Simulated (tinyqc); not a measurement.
When the Fermi surface touches the face: free and nearly free electrons in a metal.

The cubic cell holds 2 atoms: n = 2 z/a^3, kF = (3 pi^2 n)^(1/3), EF = c kF^2/m, vF = 2 c kF/(m hbar), c = hbar^2/2m0; rs = (3/(4 pi n))^(1/3)/a0; D(EF) = 3 n/(2 EF).

Two plane waves k and k - G, G = (110) (2 pi/a): H = [[c k^2/m, V], [V, c (k - G)^2/m]] with c = hbar^2/2m0.

Constants: hbar^2/2m0 = 3.80998211 eV angstrom^2; hbar = 6.58211957e-16 eV s; a0 (Bohr radius) = 0.5291772105 angstrom.

Inputs chosen for the exercise (out of a larger set: near those of Na; not measured data): a = 4.236 angstrom (bcc lattice constant); z = 1 (free electrons an atom); m = 1 m0 (mass).

On the face the lower band is E = c (G^2/4 + q^2)/m - V, q along the face. EF is held at its free value. A neck opens where EF > c G^2/(4m) - V, with radius q; the second band fills where EF > c G^2/(4m) + V.

Necks:

| V (eV) | lower band at the face centre (eV) | neck radius (1/angstrom) | radius/kF |
|---|---|---|---|
| 0.2 | 3.991 | - | - |
| 0.5 | 3.691 | - | - |
| 0.8 | 3.391 | - | - |
| 1.1 | 3.091 | 0.1880 | 0.204 |
| 1.4 | 2.791 | 0.3378 | 0.367 |
| 1.8 | 2.391 | 0.4680 | 0.509 |
| 2.2 | 1.991 | 0.5693 | 0.619 |
| 2.6 | 1.591 | 0.6550 | 0.712 |

EF = 3.226 eV
c G^2/(4m) = 4.191 eV

Contact needs V > 0.965 eV. It is first met at V = 1.1 eV of those listed, and the radius then grows as the square root of the excess, to 0.712 kF at 2.6 eV. EF is held at its free value here; a count of states lowers it as V grows, strongly for V of an eV or more, so the threshold is a lower bound, the radii are upper bounds, and some necks may vanish.

Computed by tinyqc, a small Python program: `OMP_NUM_THREADS=1 python tinyqc.py 1651586 1651587 out.jsonl` (the numbers bound the seed that draws the inputs); one thread of a shared host (Intel(R) Xeon(R) Processor @ 2.30GHz), about 0.01 s for the whole set of steps.
